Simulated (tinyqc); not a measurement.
n-type polysilicon, carrier trapping at grain boundaries: one step of the calculation.

One-dimensional grains of size Lg, uniform ionised doping N, monovalent traps Qt at each boundary at a depth Et below (for electrons) or above (for holes) the band edge there, abrupt depletion of width W on each side of a boundary, Boltzmann statistics. xi is the distance from the band edge at the grain centre to the Fermi level. Trapped charge Qt/(1 + exp((xi + VB - Et)/Vt)) = 2 N W, barrier VB = q N W^2/(2 eps0 eps_r).

Problem. Depletion width, Fermi level and barrier. If the trap equation with xi = Vt ln(NB/N) has a root W < Lg/2, the grain is partly depleted; otherwise W = Lg/2 and the trap equation gives xi = Et - VB + Vt ln(Qt/(N Lg) - 1). N* = Qt/Lg.

Values chosen for this exercise; values of the order met in polycrystalline silicon: temperature T = 300 K; relative permittivity eps_r = 11.7; conduction-band density of states at T NB = 2.8e19 cm^-3; grain size Lg = 28 nm; trap density of a grain boundary Qt = 4e12 cm^-2; depth of the trap level from the majority band edge at the boundary Et = 0.46 eV; doping N = 1.3e18 cm^-3.

Constants: q = 1.602176634e-19 C, kB = 1.380649e-23 J/K, Vt = kB T/q, eps0 = 8.8541878128e-14 F/cm where lengths are in cm. Results are converted to the units shown.

Find: N*; W; xi; VB; share of traps filled.

Solution.

N* = 1.429e18 cm^-3
W = 14.00 nm
xi = 0.2032 V
VB = 0.1970 V
share of traps filled = 0.9100

N is 0.910 N*, and the grain is fully depleted; VB = 7.62 Vt.

Program tinyqc, `OMP_NUM_THREADS=1 python tinyqc.py 2830082 2830083 out.jsonl`; Intel Xeon 2.30GHz, shared host, one thread, about 0.01 s.
